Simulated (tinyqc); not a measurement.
What each parameter does: ellipsoidal valleys in the axes of a wafer and a channel.

Valleys with axes a along x, y and z, two valleys each; inverse mass tensor w = 1/mt + (1/ml - 1/mt) a a. Device axes: z = nz/|nz|, x = nx/|nx|, y = z cross x; in them a = (ax, ay, az). Confinement mass mz = 1/w_zz. In the plane w_ij is replaced by u_ij = w_ij - w_iz w_jz/w_zz (i, j = x, y); density-of-states mass md = 1/sqrt(det u); conductivity mass along x mc = 1/u_xx; ballistic transport mass mx = u_yy/det u, width mass my = 1/u_yy.

Hard walls: E_n = c (n pi/t)^2/mz, c = hbar^2/2m0, n = 1, 2, 3. Non-degenerate share of a valley proportional to md sum_n exp(-E_n/kT); mean 1/mc = sum of share/mc. 1 nm = 10 angstrom.

Constants: hbar^2/2m0 = 3.80998211 eV angstrom^2; kB = 8.617333262e-05 eV/K.

Values chosen for the exercise (near those of the Delta valleys of Si; the results hold for these values, not for the real material):
```
symbol  value       unit  meaning
ml      0.932       m0    longitudinal mass
mt      0.187       m0    transverse mass
nz      (1, 1, 0)         surface normal (confinement)
nx      (1, -1, 1)        channel direction
t       4.7         nm    thickness of the film
T       400         K     temperature
```

Lowest E1, its share and the mean conductivity mass.

Results for these values:
```
case  lowest E1 (meV)   share  mean mc (m0)
base            54.65  0.8178        0.3178
```

What happens to each result for ml = 1.025 m0, all else kept?

Answer: lowest E1 falls from 54.65 to 53.82; share rises from 0.8178 to 0.8204; mean mc rises from 0.3178 to 0.3264.

The same for each parameter in turn:
```
case           lowest E1 (meV)   share  mean mc (m0)
base                     54.65  0.8178        0.3178
ml = 1.025 m0            53.82  0.8204        0.3264
mt = 0.206 m0            50.45  0.8009        0.3390
t = 5.17 nm              45.16  0.7906        0.3152
T = 440 K                54.65  0.8038        0.3164
```

tinyqc: `OMP_NUM_THREADS=1 python tinyqc.py 1880386 1880387 out.jsonl`; about 0.01 s, one thread, shared Intel(R) Xeon(R) Processor @ 2.30GHz.
